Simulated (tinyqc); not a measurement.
What moves the results: localisation in a chain with random site energies (transfer matrices). A value that a table varies takes the place of the one given here.

Hopping -t; leads with site energy 0, E = -2t cos(ka). psi_(j+1) = ((e_j - E)/t) psi_j - psi_(j-1), a product of matrices M_j = [[(e_j - E)/t, -1], [1, 0]]. For M = M_N ... M_1 the transmission is T = 4 sin^2(ka)/|M21 - M12 + M22 exp(ika) - M11 exp(-ika)|^2. Long samples draw e_j = W (x_j/2147483647 - 1/2) from x_j = 16807 x_(j-1) mod 2147483647, starting at x0. The localisation length xi, in sites, is defined by ln T = -2N/xi on average; weak disorder gives xi = 24 (4t^2 - E^2)/W^2, and the mean free path for backscattering is xi/2.

Numerical xi = N/ln sqrt(psi_(N+1)^2 + psi_N^2) for N = 20000 sites from psi_1 = 1, psi_0 = 0; its statistical error is about xi sqrt(xi/N).

Parameters, chosen for this exercise:
- t = 0.76 eV (hopping)
- E = -0.45 eV (energy)
- x0 = 8437 (start of the number sequence)
- W = 1.68 eV (full width of the disorder)

## Localisation length against disorder

The same number sequence scaled by W.

xi (sites):

| W/t | W (eV) | numerical | error | weak disorder | strong: 1/(ln(W/2t) - 1) |
|---|---|---|---|---|---|
| 1.0 | 0.760 | 100.960 | 7.173 | 87.586 | - |
| 1.5 | 1.140 | 41.686 | 1.903 | 38.927 | - |
| 2.0 | 1.520 | 22.715 | 0.766 | 21.896 | - |
| 3.0 | 2.280 | 10.321 | 0.234 | 9.732 | - |
| 4.0 | 3.040 | 5.777 | 0.098 | 5.474 | - |
| 6.0 | 4.560 | 2.862 | 0.034 | 2.433 | - |
| 10.0 | 7.600 | 1.408 | 0.012 | 0.876 | 1.641 |
| 16.0 | 12.160 | 0.900 | 0.006 | 0.342 | 0.926 |

What can be read from the table?

At W = t the numerical value is 101.0 +/- 7.2 against 87.6, and at 2t 22.72 +/- 0.77 against 21.90. The weak-disorder formula is within 15 % for W/t = 1, 1.5, 2, 3, 4 and 6; at W = 16t it gives 0.34 and the strong-disorder form 0.93, against 0.90. All states of the chain are localised; disorder only sets the length.

## From ballistic to localised

200 samples of each length, cut one after another from the start of the sequence. Typical T = exp(mean ln T). Ohmic: 1/(1 + 2N/xi); localised: exp(-2N/xi), both with the weak-disorder xi.

Transmission:

| N | mean T | typical T | spread of ln T | ohmic | localised |
|---|---|---|---|---|---|
| 2 | 0.818 | 0.801 | 0.215 | 0.818 | 0.800 |
| 5 | 0.642 | 0.581 | 0.493 | 0.642 | 0.572 |
| 10 | 0.404 | 0.296 | 0.896 | 0.473 | 0.328 |
| 20 | 0.231 | 0.0981 | 1.566 | 0.309 | 0.107 |
| 40 | 0.0874 | 0.0118 | 2.544 | 0.183 | 0.0115 |
| 80 | 0.0162 | 0.000169 | 3.894 | 0.101 | 0.000133 |

What can be read from the table?

With xi = 17.9 sites, mean and typical T are 0.642 and 0.581 at N = 5, and 0.0162 and 0.000169 at N = 80, where ln T scatters by 3.9. The slope of ln(typical T) between 40 and 80 sites gives xi = 18.9, uncertain by about 8 % from the scatter of 200 samples. At N = 80 the ohmic law gives 596 times the typical value: a single channel has no ohmic range beyond a mean free path, and the mean is carried by rare resonant samples.

## What each parameter does

Numerical and weak-disorder xi. Each row changes one parameter from the base and keeps the others.

Results:

| case | numerical xi (sites) | weak-disorder xi (sites) |
|---|---|---|
| base | 18.11 | 17.92 |
| t = 0.874 eV | 26.41 | 24.26 |
| E = -0.32 eV | 20.93 | 18.78 |
| W = 2.016 eV | 13.11 | 12.45 |
| x0 = 8438 | 18.00 | 17.92 |

What does this show?

The largest shifts from the base row, up to three for each result and ties (the steps differ in size, so this ranks the rows, not the parameters). numerical xi (sites): t +8.30, W -5.00, E +2.83. weak-disorder xi (sites): t +6.34, W -5.48, E +0.85; unchanged at the printed digits by x0. A new x0 is another sample of the same disorder; its shift is one draw of the statistical scatter, about xi sqrt(xi/N); the other rows share one sample, so their errors are correlated.

Computed by tinyqc, a small Python program: `OMP_NUM_THREADS=1 python tinyqc.py 1452254 1452255 out.jsonl` (the numbers bound the seed that draws the inputs); one thread of a shared host (Intel(R) Xeon(R) Processor @ 2.30GHz), about 0.04 s for the whole set of steps.
